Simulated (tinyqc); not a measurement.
Carrier statistics of a doped semiconductor with parabolic bands, step by step. Values are carried at full precision from step to step, so a last printed digit may differ when a step is redone from the rounded ones.

Constants: kB = 8.617333262e-05 eV/K; hbar^2/2m0 = 3.80998211 eV angstrom^2.

Parameters, chosen for this exercise (near those of SiC; not measured data):
```
symbol  value     unit    meaning
Eg0     3.294     eV      gap at 0 K
al      0.000644  eV/K    Varshni alpha
be      1296      K       Varshni beta
T       400       K
ml      0.343     m0      longitudinal electron mass
mt      0.402     m0      transverse electron mass
Mv      3                 equivalent valleys
mhh     1.02      m0      heavy-hole mass
mlh     0.434     m0      light-hole mass
ND      3.8e+14   1/cm^3  donors
NA      1.3e+14   1/cm^3  acceptors
ED      0.058     eV      donor level below Ec
EA      0.204     eV      acceptor level above Ev
```

## Gap and thermal energy

Eg(T) = Eg0 - al T^2/(T + be) (Varshni).

Eg = 3.23325 eV
kT = 0.034469 eV

The gap has shrunk by 60.8 meV from 0 K and is 93.8 kT wide.

## Effective densities of states

m_de = Mv^(2/3) (ml mt^2)^(1/3); m_dh = (mhh^(3/2) + mlh^(3/2))^(2/3); N = 2 (m kB T/(4 pi c))^(3/2) with c = hbar^2/2m0, in 1/angstrom^3; times 1e24 for 1/cm^3.

m_de = 0.7931 m0
m_dh = 1.2009 m0
Nc = 2.7288e+19 1/cm^3
Nv = 5.0846e+19 1/cm^3

The light holes supply 21.7 % of Nv, and Nc/Nv = 0.537.

## Intrinsic density and level

With Boltzmann statistics ni = sqrt(Nc Nv) exp(-Eg/2kT) and Ei = Eg/2 + (kT/2) ln(Nv/Nc), counted from Ev.

ni = 0.159 1/cm^3
Ei = 1.6273 eV

Ei lies 10.7 meV above midgap, towards the band with the smaller density of states.

## Neutrality by bisection

Energies are counted from Ev, so Ec = Eg. n = Nc F_1/2((EF - Eg)/kT), p = Nv F_1/2(-EF/kT), ND+ = ND/(1 + 2 exp((EF - Eg + ED)/kT)), NA- = NA/(1 + 4 exp((EA - EF)/kT)); neutrality asks p + ND+ = n + NA-. F_j(eta) = (1/Gamma(j + 1)) integral_0^infinity x^j dx/(1 + exp(x - eta)), which tends to exp(eta) for eta << 0.

Start from the bracket [-0.2 eV, Eg + 0.2 eV]; at the midpoint EF take the sign of p + ND+ - n - NA-; where it is positive EF must rise. Fourteen steps are shown.

Bisection (eV, 1/cm^3):
```
step,low,high,EF,n,p,ND+,NA-,sign
1,-0.20000,3.43325,1.61662,0.117,0.218,3.80e+14,1.30e+14,+
2,1.61662,3.43325,2.52493,3.25e+10,7.83e-13,3.80e+14,1.30e+14,+
3,2.52493,3.43325,2.97909,1.71e+16,1.48e-18,3.77e+14,1.30e+14,-
4,2.52493,2.97909,2.75201,2.36e+13,1.08e-15,3.80e+14,1.30e+14,+
5,2.75201,2.97909,2.86555,6.36e+14,4.00e-17,3.80e+14,1.30e+14,-
6,2.75201,2.86555,2.80878,1.22e+14,2.08e-16,3.80e+14,1.30e+14,+
7,2.80878,2.86555,2.83717,2.79e+14,9.11e-17,3.80e+14,1.30e+14,-
8,2.80878,2.83717,2.82297,1.85e+14,1.38e-16,3.80e+14,1.30e+14,+
9,2.82297,2.83717,2.83007,2.27e+14,1.12e-16,3.80e+14,1.30e+14,+
10,2.83007,2.83717,2.83362,2.52e+14,1.01e-16,3.80e+14,1.30e+14,-
11,2.83007,2.83362,2.83184,2.39e+14,1.06e-16,3.80e+14,1.30e+14,+
12,2.83184,2.83362,2.83273,2.45e+14,1.04e-16,3.80e+14,1.30e+14,+
13,2.83273,2.83362,2.83317,2.48e+14,1.02e-16,3.80e+14,1.30e+14,+
14,2.83317,2.83362,2.83340,2.50e+14,1.02e-16,3.80e+14,1.30e+14,-
```

Each step halves the bracket, which is 0.444 meV wide at the last row.

## The neutral state

Solve the neutrality condition for EF to convergence.

EF = 2.8334 eV
n = 2.50e+14 1/cm^3
p = 1.02e-16 1/cm^3
ND+ = 3.80e+14 1/cm^3
NA- = 1.30e+14 1/cm^3

The material is n-type; 100.0 % of the donors are ionised. EF lies 11.60 kT inside the gap from the conduction edge, so Boltzmann statistics would serve; n p/(Nc Nv exp(-Eg/kT)) = 1.000.

## Checks

- F_1/2(1) by the trapezoid rule against adaptive quadrature: both 1.575641.
- Positive against negative charge at the solution (1/cm^3): both 3.79963e+14.

Program tinyqc; command `OMP_NUM_THREADS=1 python tinyqc.py 1651051 1651052 out.jsonl`; about 0.01 s on one thread of a shared Intel(R) Xeon(R) Processor @ 2.30GHz.
